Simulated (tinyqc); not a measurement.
MOSFET in the linear regime without short-channel effects, parameter extraction from computed curves: extraction methods against the body factor.

Inversion charge Q = Cox n Vt W0(exp((Vg - VT)/(n Vt))), W0 the Lambert function and n = nf; u = Q/Cox; mobility mu = mu0/(1 + th1 u + th2 u^2); channel resistance Rch = (L - dL)/(W mu Q); Id = Vd/(Rch + Rsd/W). Cox = eps0 eox/tox. Small Vd, no channel-length or drain effects.

From the continuous curve Id(Vg): tangent at peak gm (V_ext = Vg - Id/gm); constant current Id = 0.1 uA W/L; peak of d2Id/dVg2; Y = Id/sqrt(gm) drawn through Vg = VT + 0.6 and VT + 0.8 V, with intercept VT_Y and slope s. Mobilities gm,max L/(W Cox Vd) and s^2 L/(W Cox Vd) with the drawn L. Last column: share of Rsd/W in the total resistance at VT + 0.8 V.

Inputs (values chosen for the exercise); channel values of the order met in silicon transistors:
- T = 300 K (temperature)
- eox = 3.9 (relative permittivity of the gate insulator (close to silicon dioxide))
- tox = 5.5 nm (insulator thickness)
- mu0 = 200 cm^2/(V s) (low-field mobility)
- th1 = 0.17 1/V (first mobility attenuation factor)
- th2 = 0 1/V^2 (second mobility attenuation factor)
- VT = 0.65 V (threshold voltage)
- W = 10 um (gate width)
- L = 0.65 um (drawn gate length)
- dL = 0.016 um (drawn less effective length)
- Rsd = 120 ohm um (source plus drain resistance)
- Vd = 0.05 V (drain voltage)

Constants: q = 1.602176634e-19 C, kB = 1.380649e-23 J/K, Vt = kB T/q, eps0 = 8.8541878128e-14 F/cm where lengths are in cm. Results are converted to the units shown.

Results:
columns A: nf; B: V_ext (V); C: constant current (V); D: second derivative (V); E: VT_Y (V); F: mobility from gm (cm^2/(V s)); G: mobility from Y (cm^2/(V s)); H: series share (%)
```
A        B      C      D      E    F    G     H
1    0.669  0.652  0.644  0.693  169  189  1.49
1.1  0.670  0.648  0.643  0.694  168  187  1.48
1.2  0.670  0.644  0.643  0.695  166  186  1.47
1.3  0.671  0.640  0.642  0.695  165  184  1.46
1.4  0.671  0.635  0.641  0.696  163  182  1.45
1.6  0.671  0.625  0.640  0.696  161  179  1.44
1.7  0.671  0.620  0.639  0.696  160  177  1.43
```

Estimate the missing row, nf = 1.5.

Computed row:
columns A: nf; B: V_ext (V); C: constant current (V); D: second derivative (V); E: VT_Y (V); F: mobility from gm (cm^2/(V s)); G: mobility from Y (cm^2/(V s)); H: series share (%)
```
A        B      C      D      E    F    G     H
1.5  0.671  0.630  0.640  0.696  162  181  1.44
```

With this row back in the table: The model has VT = 0.65 V and mu0 = 200 cm^2/(V s). Over the table the extracted thresholds move by 1.4 mV (tangent), 32 mV (constant current), 5.0 mV (second derivative), 3.9 mV (Y function). The mobility from gm falls from 169 to 160 and that from Y falls from 189 to 177 cm^2/(V s).

Computed by the program tinyqc: `OMP_NUM_THREADS=1 python tinyqc.py 2210091 2210092 out.jsonl`, one thread of a shared Intel Xeon 2.30GHz, about 0.02 s for the whole run.
